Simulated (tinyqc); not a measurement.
MOSFET in the linear regime without short-channel effects, parameter extraction from computed curves: extraction methods against the temperature.

Inversion charge Q = Cox n Vt W0(exp((Vg - VT)/(n Vt))), W0 the Lambert function and n = nf; u = Q/Cox; mobility mu = mu0/(1 + th1 u + th2 u^2); channel resistance Rch = (L - dL)/(W mu Q); Id = Vd/(Rch + Rsd/W). Cox = eps0 eox/tox. Small Vd, no channel-length or drain effects.

From the continuous curve Id(Vg): tangent at peak gm (V_ext = Vg - Id/gm); constant current Id = 0.1 uA W/L; peak of d2Id/dVg2; Y = Id/sqrt(gm) drawn through Vg = VT + 0.6 and VT + 0.8 V, with intercept VT_Y and slope s. Mobilities gm,max L/(W Cox Vd) and s^2 L/(W Cox Vd) with the drawn L. Last column: share of Rsd/W in the total resistance at VT + 0.8 V.

Parameters, values chosen for the exercise; channel values of the order met in silicon transistors:
- eox = 8.88 (relative permittivity of the gate insulator (close to aluminium oxide))
- tox = 13 nm (insulator thickness)
- mu0 = 230 cm^2/(V s) (low-field mobility)
- th1 = 0.48 1/V (first mobility attenuation factor)
- th2 = 0 1/V^2 (second mobility attenuation factor)
- VT = 0.49 V (threshold voltage)
- nf = 1.4 (body factor)
- W = 0.5 um (gate width)
- L = 0.26 um (drawn gate length)
- dL = 0.008 um (drawn less effective length)
- Rsd = 100 ohm um (source plus drain resistance)
- Vd = 0.01 V (drain voltage)

Constants: q = 1.602176634e-19 C, kB = 1.380649e-23 J/K, Vt = kB T/q, eps0 = 8.8541878128e-14 F/cm where lengths are in cm. Results are converted to the units shown.

Result of one run:

| V_ext (V) | constant current (V) | second derivative (V) | VT_Y (V) | mobility from gm (cm^2/(V s)) | mobility from Y (cm^2/(V s)) | series share (%) |
|---|---|---|---|---|---|---|
| 0.497 | 0.581 | 0.488 | 0.515 | 196 | 231 | 2.98 |

Which temperature T gave this result: 77, 150, 220 or 300 K?

T = 77 K.

The whole series:

| T (K) | V_ext (V) | constant current (V) | second derivative (V) | VT_Y (V) | mobility from gm (cm^2/(V s)) | mobility from Y (cm^2/(V s)) | series share (%) |
|---|---|---|---|---|---|---|---|
| 77 | 0.497 | 0.581 | 0.488 | 0.515 | 196 | 231 | 2.98 |
| 110 | 0.498 | 0.585 | 0.487 | 0.521 | 189 | 228 | 2.94 |
| 150 | 0.497 | 0.587 | 0.485 | 0.527 | 182 | 224 | 2.91 |
| 220 | 0.495 | 0.589 | 0.482 | 0.533 | 173 | 218 | 2.85 |
| 300 | 0.491 | 0.587 | 0.478 | 0.536 | 164 | 211 | 2.79 |
| 370 | 0.486 | 0.584 | 0.475 | 0.536 | 158 | 205 | 2.75 |
| 450 | 0.479 | 0.578 | 0.470 | 0.534 | 152 | 198 | 2.70 |

The model has VT = 0.49 V and mu0 = 230 cm^2/(V s). Over the table the extracted thresholds move by 18 mV (tangent), 11 mV (constant current), 17 mV (second derivative), 21 mV (Y function). The mobility from gm falls from 196 to 152 and that from Y falls from 231 to 198 cm^2/(V s).

tinyqc, about 0.01 s, one thread, Intel Xeon 2.30GHz (shared host): `OMP_NUM_THREADS=1 python tinyqc.py 2210097 2210098 out.jsonl`
